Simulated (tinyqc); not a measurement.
Cluster expansion of a binary alloy: correlations, fit, cross-validation and ground states: one step, computed by the program tinyqc. Command: `OMP_NUM_THREADS=1 python tinyqc.py 3024293 3024294 out.jsonl clex walk`. One thread of a shared host (Intel(R) Xeon(R) Processor @ 2.30GHz), about 0.2 s of CPU time with the checks.

s = +1 for A and -1 for B. Energy per site E = J0 + J1 P(point) + sum over clusters of m V P, with P the mean product of spins; V > 0 on a pair favours unlike neighbours. Clusters per site m: pair 1 6, pair 2 3, pair 3 12, triplet 8; the triplet is the triangle of first neighbours. Formation energies are counted from the line between pure A and pure B, which removes J0 and J1.

Task: Formation energies. Exact: X V with V = (V1, V2, V3, Vt). The data to fit add the noise amplitude times the normal numbers, standing for what the clusters leave out.

Inputs (values chosen for the exercise, for a model alloy):
```
quantity                    value      unit
first-pair interaction V1    30.3       meV
second-pair interaction V2    5.4       meV
third-pair interaction V3       2       meV
triplet interaction Vt       -5.1       meV
noise amplitude               8.1  meV/site
```

Lattice: fcc.

X:
```
                     pair 1    pair 2     pair 3   triplet
A                   0.00000   0.00000    0.00000   0.00000
A3B L1_2           -6.00000   0.00000  -12.00000  -8.00000
A3B D0_22          -6.00000  -1.00000   -8.00000  -8.00000
A3B (001) layers   -4.00000  -1.00000  -12.00000   0.00000
A2B (001) layers   -5.33333  -1.33333  -16.00000   0.00000
AB L1_0            -8.00000   0.00000  -16.00000   0.00000
AB L1_1            -6.00000  -6.00000  -12.00000   0.00000
A2B2 (001) layers  -4.00000  -2.00000  -16.00000   0.00000
AB2 (001) layers   -5.33333  -1.33333  -16.00000   0.00000
AB3 L1_2           -6.00000   0.00000  -12.00000   8.00000
AB3 D0_22          -6.00000  -1.00000   -8.00000   8.00000
AB3 (001) layers   -4.00000  -1.00000  -12.00000   0.00000
B                   0.00000   0.00000    0.00000   0.00000
```

standard normal numbers for the noise (0 for the pure ends): A 0.000, A3B L1_2 -2.538, A3B D0_22 -1.725, A3B (001) layers 0.121, A2B (001) layers 0.364, AB L1_0 0.899, AB L1_1 0.447, A2B2 (001) layers 1.286, AB2 (001) layers -1.116, AB3 L1_2 1.918, AB3 D0_22 1.188, AB3 (001) layers -0.642, B 0.000

Give: exact energies; data.

Result:

exact energies (meV/site): A 0.0, A3B L1_2 -165.0, A3B D0_22 -162.4, A3B (001) layers -150.6, A2B (001) layers -200.8, AB L1_0 -274.4, AB L1_1 -238.2, A2B2 (001) layers -164.0, AB2 (001) layers -200.8, AB3 L1_2 -246.6, AB3 D0_22 -244.0, AB3 (001) layers -150.6, B 0.0

data (meV/site): A 0.0000, A3B L1_2 -185.5578, A3B D0_22 -176.3725, A3B (001) layers -149.6199, A2B (001) layers -197.8516, AB L1_0 -267.1181, AB L1_1 -234.5793, A2B2 (001) layers -153.5834, AB2 (001) layers -209.8396, AB3 L1_2 -231.0642, AB3 D0_22 -234.3772, AB3 (001) layers -155.8002, B 0.0000
